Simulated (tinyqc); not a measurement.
Inside a calculation. Method: empirical pseudopotential in a few plane waves. Computed by tinyqc, a small Python program that keeps every step. Settings: plane-wave index or count = 15. Command: `OMP_NUM_THREADS=1 python tinyqc.py 30302 30303 out.jsonl` (the two numbers bound the seeds that draw the settings). One thread of a shared host (Intel(R) Xeon(R) Processor @ 2.60GHz), about 0.2 s of CPU time with the checks.

## Bloch Hamiltonian at k

Parameters chosen for this model: fcc lattice, atoms at +/- a/8 (1,1,1); form factors in rydberg at |G|^2 in units of (2 pi/a)^2:
```
parameter                 value      unit
a                      5.250000  angstrom
VS(3)                 -0.249000        Ry
VS(8)                 -0.005000        Ry
VS(11)                 0.071000        Ry
VA(3)                  0.091000        Ry
VA(4)                  0.066000        Ry
VA(11)                 0.005000        Ry
hbar^2/2m (2 pi/a)^2   5.457127        eV
```

k point k (2 pi / a): 0.280000  -0.470000  -0.190000

Basis: the 15 shortest G (labels in 2 pi/a), the same at every k. H(G,G') = c |k + G|^2 delta + VS(|G-G'|^2) cos((G-G').tau) + i VA sin((G-G').tau), tau = a/8 (1,1,1); 1 Ry = 13.605693 eV.

H(k) at k (eV):
```
                     +0+0+0               -1-1-1               -1-1+1               -1+1-1
+0+0+0             1.830320   2.395549+0.875482i  -2.395549+0.875482i  -2.395549+0.875482i
-1-1-1   2.395549-0.875482i            22.349118   0.000000-0.897976i   0.000000-0.897976i
-1-1+1  -2.395549-0.875482i   0.000000+0.897976i            18.201701            -0.068028
-1+1-1  -2.395549-0.875482i   0.000000+0.897976i            -0.068028            12.089719
-1+1+1  -2.395549+0.875482i             0.068028   0.000000+0.897976i   0.000000+0.897976i
+1-1-1  -2.395549-0.875482i   0.000000+0.897976i            -0.068028            -0.068028
+1-1+1  -2.395549+0.875482i             0.068028   0.000000+0.897976i             0.000000
+1+1-1  -2.395549+0.875482i             0.068028             0.000000   0.000000+0.897976i
+1+1+1   2.395549+0.875482i             0.000000             0.068028             0.068028
-2+0+0   0.000000-0.897976i  -2.395549+0.875482i  -2.395549-0.875482i  -2.395549-0.875482i
+0-2+0   0.000000-0.897976i  -2.395549+0.875482i  -2.395549-0.875482i   0.683068-0.048103i
+0+0-2   0.000000-0.897976i  -2.395549+0.875482i   0.683068-0.048103i  -2.395549-0.875482i
+0+0+2   0.000000+0.897976i  -0.683068-0.048103i   2.395549+0.875482i  -0.683068+0.048103i
+0+2+0   0.000000+0.897976i  -0.683068-0.048103i  -0.683068+0.048103i   2.395549+0.875482i
+2+0+0   0.000000+0.897976i  -0.683068-0.048103i  -0.683068+0.048103i  -0.683068+0.048103i

                     -1+1+1               +1-1-1               +1-1+1               +1+1-1
+0+0+0  -2.395549-0.875482i  -2.395549+0.875482i  -2.395549-0.875482i  -2.395549-0.875482i
-1-1-1             0.068028   0.000000-0.897976i             0.068028             0.068028
-1-1+1   0.000000-0.897976i            -0.068028   0.000000-0.897976i             0.000000
-1+1-1   0.000000-0.897976i            -0.068028             0.000000   0.000000-0.897976i
-1+1+1             7.942303             0.000000            -0.068028            -0.068028
+1-1-1             0.000000            28.461100   0.000000-0.897976i   0.000000-0.897976i
+1-1+1            -0.068028   0.000000+0.897976i            24.313683            -0.068028
+1+1-1            -0.068028   0.000000+0.897976i            -0.068028            18.201701
+1+1+1   0.000000+0.897976i             0.068028   0.000000+0.897976i   0.000000+0.897976i
-2+0+0   2.395549-0.875482i   0.683068-0.048103i  -0.683068-0.048103i  -0.683068-0.048103i
+0-2+0  -0.683068-0.048103i  -2.395549-0.875482i   2.395549-0.875482i  -0.683068-0.048103i
+0+0-2  -0.683068-0.048103i  -2.395549-0.875482i  -0.683068-0.048103i   2.395549-0.875482i
+0+0+2  -2.395549+0.875482i  -0.683068+0.048103i  -2.395549+0.875482i   0.683068+0.048103i
+0+2+0  -2.395549+0.875482i  -0.683068+0.048103i   0.683068+0.048103i  -2.395549+0.875482i
+2+0+0   0.683068+0.048103i   2.395549+0.875482i  -2.395549+0.875482i  -2.395549+0.875482i

                     +1+1+1               -2+0+0               +0-2+0               +0+0-2
+0+0+0   2.395549-0.875482i   0.000000+0.897976i   0.000000+0.897976i   0.000000+0.897976i
-1-1-1             0.000000  -2.395549-0.875482i  -2.395549-0.875482i  -2.395549-0.875482i
-1-1+1             0.068028  -2.395549+0.875482i  -2.395549+0.875482i   0.683068+0.048103i
-1+1-1             0.068028  -2.395549+0.875482i   0.683068+0.048103i  -2.395549+0.875482i
-1+1+1   0.000000-0.897976i   2.395549+0.875482i  -0.683068+0.048103i  -0.683068+0.048103i
+1-1-1             0.068028   0.683068+0.048103i  -2.395549+0.875482i  -2.395549+0.875482i
+1-1+1   0.000000-0.897976i  -0.683068+0.048103i   2.395549+0.875482i  -0.683068+0.048103i
+1+1-1   0.000000-0.897976i  -0.683068+0.048103i  -0.683068+0.048103i   2.395549+0.875482i
+1+1+1            14.054285  -0.683068-0.048103i  -0.683068-0.048103i  -0.683068-0.048103i
-2+0+0  -0.683068+0.048103i            17.546846            -0.068028            -0.068028
+0-2+0  -0.683068+0.048103i            -0.068028            33.918227            -0.068028
+0+0-2  -0.683068+0.048103i            -0.068028            -0.068028            27.806244
+0+0+2  -2.395549-0.875482i             0.068028             0.068028             0.000000
+0+2+0  -2.395549-0.875482i             0.068028             0.000000             0.068028
+2+0+0  -2.395549-0.875482i             0.000000             0.068028             0.068028

                     +0+0+2               +0+2+0               +2+0+0
+0+0+0   0.000000-0.897976i   0.000000-0.897976i   0.000000-0.897976i
-1-1-1  -0.683068+0.048103i  -0.683068+0.048103i  -0.683068+0.048103i
-1-1+1   2.395549-0.875482i  -0.683068-0.048103i  -0.683068-0.048103i
-1+1-1  -0.683068-0.048103i   2.395549-0.875482i  -0.683068-0.048103i
-1+1+1  -2.395549-0.875482i  -2.395549-0.875482i   0.683068-0.048103i
+1-1-1  -0.683068-0.048103i  -0.683068-0.048103i   2.395549-0.875482i
+1-1+1  -2.395549-0.875482i   0.683068-0.048103i  -2.395549-0.875482i
+1+1-1   0.683068-0.048103i  -2.395549-0.875482i  -2.395549-0.875482i
+1+1+1  -2.395549+0.875482i  -2.395549+0.875482i  -2.395549+0.875482i
-2+0+0             0.068028             0.068028             0.000000
+0-2+0             0.068028             0.000000             0.068028
+0+0-2             0.000000             0.068028             0.068028
+0+0+2            19.511412            -0.068028            -0.068028
+0+2+0            -0.068028            13.399429            -0.068028
+2+0+0            -0.068028            -0.068028            29.770810
```

## Levels at k

Diagonalise the Hermitian matrix.

eigenvalues (eV): -2.546028  6.354132  10.097286  10.816405  14.732264  17.027833  18.451323  18.656854  21.899442  22.660277  24.042354  27.377881  30.849651  32.626745  36.350477

## Bands along a path

The same steps at evenly spaced points between the labelled ones.

Bands along the path (eV), lowest eight:
```
k            band 1     band 2     band 3     band 4     band 5     band 6     band 7     band 8
L         -1.688719   4.619859  11.092268  11.092268  13.227296  17.680218  17.680218  20.021967
L-G 0.33  -2.569311   6.079539  11.117286  11.117286  13.466129  17.741092  17.741092  20.228545
L-G 0.67  -3.423582   8.884371  11.517045  11.517045  14.076030  17.180518  17.530931  17.530931
G         -3.744274  11.812059  11.812059  11.812059  12.521925  16.954439  16.954439  16.954439
G-X 0.33  -3.315569   8.828644  10.945083  10.945083  15.080616  15.568362  18.595392  18.595392
G-X 0.67  -2.158116   6.104247   9.897394   9.897394  13.603663  14.610004  21.395851  21.897515
X         -0.955292   4.558373   9.682955   9.682955  13.175017  13.596358  25.787574  25.896952
```

With 4 band(s) filled, the highest filled level on these points lies at G and the lowest empty one at G: a gap of 0.7099 eV, direct. This holds for the small fixed basis; with all plane waves up to |k + G|^2 = 21 (2 pi/a)^2 the gap along the path is 1.26 eV.

## Convergence with the number of plane waves

Levels at G counted from the fourth one.

Levels (eV):
```
plane waves     level 1   level 5   level 8
9            -18.559126  0.216263  1.795951
15           -15.556333  0.709866  5.142381
27           -14.733410  1.213036  5.261564
51           -14.435081  1.201530  5.534559
59           -14.408432  1.248754  5.374183
65           -14.413165  1.249101  5.351216
89           -14.402441  1.252475  5.352402
```
